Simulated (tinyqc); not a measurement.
Potential step from the flux.

Inverse problem. On one interval J = (q mu Vt/hx) [nb B(d) - na B(-d)], B(d) = d/(exp(d) - 1), d = (psi_b - psi_a)/Vt. Find psi_b - psi_a, and the step at which J would vanish.

Values chosen for this exercise: temperature T = 350 K; electron mobility mu = 1340 cm^2/(V s); density at the left node na = 3.3e13 cm^-3; density at the right node nb = 1.1e14 cm^-3; node spacing hx = 23 nm.

Constants: q = 1.602176634e-19 C, kB = 1.380649e-23 J/K, Vt = kB T/q. Results are converted to the units shown.

J = -230.98069 A/cm^2

Solution. B(d) falls and B(-d) rises with d, so J falls steadily with the step and one value matches. J = 0 needs nb/na = exp(d), the Boltzmann ratio.

psi_b - psi_a = 0.08700 V
step for J = 0 = 0.03631 V

Numbers from tinyqc (`OMP_NUM_THREADS=1 python tinyqc.py 2220027 2220028 out.jsonl`; about 0.01 s on one thread of a shared Intel Xeon 2.30GHz).
